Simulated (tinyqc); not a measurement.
Inside a calculation. Method: Pariser-Parr-Pople SCF with singles CI, for the molecule O=NC1=CC=C2C=CC=C21 (SMILES; centres numbered as the heavy atoms are written). One step of it, computed by the program tinyqc.

Task: Iteration 3: Fock matrix. F_rr = H_rr + P_rr gamma_rr / 2 + sum_(s != r) P_ss gamma_rs; F_rs = H_rs - P_rs gamma_rs / 2; E = tr P (H + F) / 2 + core repulsion sum_(r<s) z_r z_s gamma_rs.

P after iteration 2:
```
            1O         2N         3C         4C         5C         6C         7C         8C
1O    0.896294   0.879613   0.022296  -0.233341  -0.083715   0.115321   0.223646   0.017583
2N    0.879613   1.092830   0.433638   0.048715  -0.090496  -0.069821   0.012625   0.012825
3C    0.022296   0.433638   0.803953   0.573629   0.132347  -0.127089  -0.300511  -0.051461
4C   -0.233341   0.048715   0.573629   1.164624   0.685959  -0.186788  -0.058737   0.144069
5C   -0.083715  -0.090496   0.132347   0.685959   0.817214   0.512312   0.291316  -0.057138
6C    0.115321  -0.069821  -0.127089  -0.186788   0.512312   1.195150   0.519476  -0.207295
7C    0.223646   0.012625  -0.300511  -0.058737   0.291316   0.519476   0.821081   0.653389
8C    0.017583   0.012825  -0.051461   0.144069  -0.057138  -0.207295   0.653389   1.181279
9C   -0.218182  -0.036994   0.289986  -0.042044  -0.307007  -0.149132   0.124114   0.651444
10C  -0.172895   0.034872   0.473211  -0.232288  -0.123887   0.542413  -0.145350  -0.213169

            9C        10C
1O   -0.218182  -0.172895
2N   -0.036994   0.034872
3C    0.289986   0.473211
4C   -0.042044  -0.232288
5C   -0.307007  -0.123887
6C   -0.149132   0.542413
7C    0.124114  -0.145350
8C    0.651444  -0.213169
9C    0.830015   0.524045
10C   0.524045   1.197559
```

core matrix H (eV):
```
             1O          2N          3C          4C          5C          6C          7C          8C
1O   -54.036732   -2.430000    0.000000    0.000000    0.000000    0.000000    0.000000    0.000000
2N    -2.430000  -59.703399   -2.430000    0.000000    0.000000    0.000000    0.000000    0.000000
3C     0.000000   -2.430000  -65.003229   -2.390000    0.000000    0.000000    0.000000    0.000000
4C     0.000000    0.000000   -2.390000  -58.809135   -2.390000    0.000000    0.000000    0.000000
5C     0.000000    0.000000    0.000000   -2.390000  -58.586063   -2.390000    0.000000    0.000000
6C     0.000000    0.000000    0.000000    0.000000   -2.390000  -65.381024   -2.390000    0.000000
7C     0.000000    0.000000    0.000000    0.000000    0.000000   -2.390000  -57.507816   -2.390000
8C     0.000000    0.000000    0.000000    0.000000    0.000000    0.000000   -2.390000  -55.986361
9C     0.000000    0.000000    0.000000    0.000000    0.000000    0.000000    0.000000   -2.390000
10C    0.000000    0.000000   -2.390000    0.000000    0.000000   -2.390000    0.000000    0.000000

             9C         10C
1O     0.000000    0.000000
2N     0.000000    0.000000
3C     0.000000   -2.390000
4C     0.000000    0.000000
5C     0.000000    0.000000
6C     0.000000   -2.390000
7C     0.000000    0.000000
8C    -2.390000    0.000000
9C   -60.084796   -2.390000
10C   -2.390000  -68.161732
```

repulsion gamma_rs (eV):
```
            1O         2N         3C         4C         5C         6C         7C         8C
1O   14.080000   8.028904   5.411096   3.688031   3.005182   3.255620   2.752916   3.044412
2N    8.028904  11.610000   7.778803   5.192345   3.769523   3.769613   2.940184   3.009525
3C    5.411096   7.778803  12.170000   7.855089   5.633812   5.634112   3.901420   3.738901
4C    3.688031   5.192345   7.855089  12.170000   7.854278   5.633815   3.738432   3.222717
5C    3.005182   3.769523   5.633812   7.854278  12.170000   7.855648   4.941450   3.739118
6C    3.255620   3.769613   5.634112   5.633815   7.855648  12.170000   7.855722   5.635310
7C    2.752916   2.940184   3.901420   3.738432   4.941450   7.855722  12.170000   7.858286
8C    3.044412   3.009525   3.738901   3.222717   3.739118   5.635310   7.858286  12.170000
9C    4.249158   4.021824   4.942611   3.739118   3.901856   5.635196   5.635107   7.854278
10C   4.611414   5.192679   7.857384   5.635310   5.635196   7.855987   5.634299   5.633815

            9C        10C
1O    4.249158   4.611414
2N    4.021824   5.192679
3C    4.942611   7.857384
4C    3.739118   5.635310
5C    3.901856   5.635196
6C    5.635196   7.855987
7C    5.635107   5.634299
8C    7.854278   5.633815
9C   12.170000   7.855648
10C   7.855648  12.170000
```

Centres (angstrom, eV; a flat drawing with bonds scaled to 1.40 angstrom):
```
centre          x          y  core charge z          W   gamma_rr
1O      -2.554000   1.501000              1  15.990000  14.080000
2N      -2.396000   0.110000              1  16.000000  11.610000
3C      -1.112000  -0.448000              1  12.250000  12.170000
4C      -0.809000  -1.815000              1  12.250000  12.170000
5C       0.585000  -1.949000              1  12.250000  12.170000
6C       1.143000  -0.665000              1  12.250000  12.170000
7C       2.349000   0.046000              1  12.250000  12.170000
8C       2.046000   1.412000              1  12.250000  12.170000
9C       0.652000   1.546000              1  12.250000  12.170000
10C      0.094000   0.262000              1  12.250000  12.170000
```

Give: F; pi energy.

Result:

F (eV):
```
          1O        2N       3C       4C       5C       6C       7C       8C
1O   -9.0544   -5.9612  -0.0603   0.4303   0.1258  -0.1877  -0.3078  -0.0268
2N   -5.9612  -10.7506  -4.1166  -0.1265   0.1706   0.1316  -0.0186  -0.0193
3C   -0.0603   -4.1166  -5.1423  -4.6430  -0.3728   0.3580   0.5862   0.0962
4C    0.4303   -0.1265  -4.6430  -6.5469  -5.0839   0.5262   0.1098  -0.2321
5C    0.1258    0.1706  -0.3728  -5.0839  -5.2737  -4.4023  -0.7198   0.1068
6C   -0.1877    0.1316   0.3580   0.5262  -4.4023  -6.3680  -4.4304   0.5841
7C   -0.3078   -0.0186   0.5862   0.1098  -0.7198  -4.4304  -5.2061  -4.9573
8C   -0.0268   -0.0193   0.0962  -0.2321   0.1068   0.5841  -4.9573  -6.5125
9C    0.4635    0.0744  -0.7166   0.0786   0.5989   0.4202  -0.3497  -4.9483
10C   0.3986   -0.0905  -4.2491   0.6545   0.3491  -4.5206   0.4095   0.6005

          9C      10C
1O    0.4635   0.3986
2N    0.0744  -0.0905
3C   -0.7166  -4.2491
4C    0.0786   0.6545
5C    0.5989   0.3491
6C    0.4202  -4.5206
7C   -0.3497   0.4095
8C   -4.9483   0.6005
9C   -5.2661  -4.4484
10C  -4.4484  -6.3908
```

pi energy = -148.2860 eV
